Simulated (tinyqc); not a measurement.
Mobility of a non-polar semiconductor in the relaxation-time approximation: one step, computed by the program tinyqc. Command: `OMP_NUM_THREADS=1 python tinyqc.py 3030737 3030738 out.jsonl rta walk`. One thread of a shared host (Intel(R) Xeon(R) Processor @ 2.30GHz), about 0.01 s of CPU time with the checks.

Each valley is treated as a sphere of mass m_d for states and rates, with one isotropic relaxation time; the conductivity mass m_c sets the current.

Task: Masses. m_d = (m_l m_t^2)^(1/3); 1/m_c = (1/m_l + 2/m_t)/3; Hall mass factor A = 3 K_m (K_m + 2)/(2 K_m + 1)^2, K_m = m_l/m_t; N_I = n (1 + C)/(1 - C).

Inputs (values chosen for the exercise, modelled on electrons in germanium):
```
quantity                 value    unit
longitudinal mass m_l     1.63     m_0
transverse mass m_t     0.0818     m_0
carrier density n      1.5e+14  1/cm^3
compensation ratio C      0.53       -
```

Band: parabolic. Impurity formula: Brooks-Herring. Further scattering: alloy.

Give: density-of-states mass m_d; conductivity mass m_c; Hall mass factor A; ionised impurity density N_I.

Result:

density-of-states mass m_d = 0.2218 m_0

conductivity mass m_c = 0.1197 m_0

Hall mass factor A = 0.7854

ionised impurity density N_I = 4.883e+14 1/cm^3
